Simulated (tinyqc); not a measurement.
Carrier lifetime of a p-type layer with SRH, radiative, Auger and surface recombination: two steps of the calculation.

Uniform excess density dn = dp (no trapping), n = n0 + dn, p = p0 + dn, Boltzmann statistics, full ionisation. Surfaces enter as a rate 2 S dn/d, which holds while diffusion to them is fast.

Values chosen for this exercise; band and dielectric values close to those of indium phosphide:
- T = 300 K (temperature)
- Eg = 1.33 eV (band gap)
- Nc = 5.75e17 cm^-3 (conduction-band density of states at T)
- Nv = 1.09e19 cm^-3 (valence-band density of states at T)
- B = 1.21e-10 cm^3/s (radiative coefficient)
- N = 5.2e16 cm^-3 (acceptor density)
- Cn = 3.1e-30 cm^6/s (Auger coefficient (two electrons))
- Cp = 2.4e-30 cm^6/s (Auger coefficient (two holes))
- Nt = 4.6e11 cm^-3 (trap density)
- sn = 5e-16 cm^2 (capture cross-section for electrons)
- sp = 8e-17 cm^2 (capture cross-section for holes)
- vth = 1.7e7 cm/s (thermal velocity (both carriers))
- Et = 1.14 eV (trap level below the conduction band)
- S = 6000 cm/s (surface recombination velocity (both faces))
- d = 60 um (sample thickness)

Constants: q = 1.602176634e-19 C, kB = 1.380649e-23 J/K, Vt = kB T/q. Results are converted to the units shown.

Question 1. Equilibrium densities and SRH constants. ni = sqrt(Nc Nv) exp(-Eg/(2 Vt)), Eg in volts; majority density N/2 + sqrt(N^2/4 + ni^2), n0 p0 = ni^2; n1 = Nc exp(-Et/Vt), p1 = Nv exp((Et - Eg)/Vt); tn0 = 1/(sn vth Nt), tp0 = 1/(sp vth Nt).

Give: ni; n0; p0; n1; p1; tn0; tp0.

Answer 1.

ni = 1.6867e7 cm^-3
n0 = 0.0054711 cm^-3
p0 = 5.2000e16 cm^-3
n1 = 0.040599 cm^-3
p1 = 7.0076e15 cm^-3
tn0 = 2.5575e-4 s
tp0 = 0.0015985 s

Question 2. Lifetime, shares and quasi-Fermi splitting. With e = n p - ni^2 = dn (n0 + p0 + dn): U_SRH = e/(tp0 (n + n1) + tn0 (p + p1)), U_rad = B e, U_Aug = (Cn n + Cp p) e, U_s = 2 S dn/d. tau = dn/U, shares of U, splitting Vt ln(n p/ni^2), radiative efficiency U_rad/U.

converged dn = 6.1889992e16 cm^-3
ni = 1.6867039e7 cm^-3
n0 = 0.0054710965 cm^-3
p0 = 5.2e16 cm^-3
n1 = 0.040598570 cm^-3
p1 = 7.0075625e15 cm^-3
tn0 = 2.5575448e-4 s
tp0 = 0.0015984655 s

Wanted: tau; shares; quasi-Fermi splitting.

Answer 2.

tau = 6.3153e-8 s
shares (%): SRH 0.006, radiative 87.029, Auger 0.335, surface 12.631
quasi-Fermi splitting = 1.1545 V

Radiative recombination takes the largest share. dn is 1.2 times the doping: intermediate injection.

Range of the model: S d exceeds 2.5 cm^2/s, comparable with a diffusion coefficient, so 2 S/d overstates the surface loss.

Program tinyqc, `OMP_NUM_THREADS=1 python tinyqc.py 2300129 2300130 out.jsonl`; Intel Xeon 2.30GHz, shared host, one thread, about 0.01 s.
